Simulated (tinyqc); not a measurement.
Worked calculation: thin-film optics by transfer matrices. Values are carried at full precision from step to step, so a last printed digit may differ when a step is redone from the rounded ones.

Indices N = n + i k. Snell: N0 sin(theta) = N_j sin(theta_j), with Im(N_j cos theta_j) >= 0. Admittance y_j = N_j cos theta_j for s and N_j/cos theta_j for p. Phase delta_j = 2 pi N_j cos theta_j d_j/lambda. Layer matrix [[cos delta, -i sin delta/y], [-i y sin delta, cos delta]], multiplied from the top down to M. (B, C) = M (1, y_sub); r = (y0 B - C)/(y0 B + C), R = |r|^2, T = 4 Re y0 Re y_sub/|y0 B + C|^2, absorbed in the films 1 - R - T.

Inputs chosen for the exercise (indices near those of resist, ARC, SiO2 on Al; shifted at random, so the results belong to these values and not to a real crystal):
```
symbol  value                         unit     meaning
lam     633                           nm       vacuum wavelength
n0      1                                      ambient index
n       (1.607, 1.653, 1.485, 1.344)           n of resist, ARC, SiO2, substrate
k       (0, 0.02, 0, 7.693)                    k in the same order
d       (832, 73.4, 14)               nm       thicknesses, top first
theta   60                            degrees  angle of incidence
pol     s                                      polarisation
```

## Angles, admittances and phases

Form cos theta_j, y_j and delta_j.

cos theta_j: ambient 0.5000, film 1 0.8424, film 2 0.8519+0.0039i, film 3 0.8123, substrate 1.0058+0.0021i

y_j: ambient 0.5000, film 1 1.3537, film 2 1.4080+0.0235i, film 3 1.2063, substrate 1.3358+7.7402i

delta_j (rad): film 1 11.1793, film 2 1.0259+0.0171i, film 3 0.1676

## Layer matrices and their product

Form each matrix and multiply from the top down.

matrix of film 1:
```
         1        2
1   0.1827  0.7263i
2  1.3309i   0.1827
```

matrix of film 2:
```
                1                2
1  0.5184-0.0146i  -0.0038-0.6074i
2  0.0326-1.2041i   0.5184-0.0146i
```

matrix of film 3:
```
          1         2
1    0.9860  -0.1383i
2  -0.2013i    0.9860
```

M:
```
                1               2
1  1.0091+0.0187i  0.0127+0.1278i
2  0.0235+0.2816i  0.9554-0.0112i
```

Each matrix has determinant 1, and so has M.

## Reflection and transmission

Close the stack on the substrate.

B, C: 0.0369+0.2876i  1.3863+7.6618i

r = -0.9635+0.0018i
R = 0.9283
T into the substrate = 0.0425
absorbed in the films = 0.0292

The bare substrate would reflect 0.9578.

## Ellipsometric angles

Ellipsometry: rho = tan(Psi) exp(i Delta) = -conj(r_p/r_s) with the r of the admittance formula, Delta in 0 to 360 degrees, so that a bare dielectric at small angles gives Delta = 180.

Repeat the steps for both polarisations.

r_s = -0.9635+0.0018i
r_p = -0.8753-0.0987i
Psi = 42.44 degrees
Delta = 173.46 degrees

## Checks

- R against the recursion of Airy sums from the substrate up: both 0.92831.

(tinyqc, `OMP_NUM_THREADS=1 python tinyqc.py 1652676 1652677 out.jsonl`, Intel(R) Xeon(R) Processor @ 2.30GHz, 1 thread, shared host, about 0.01 s.)
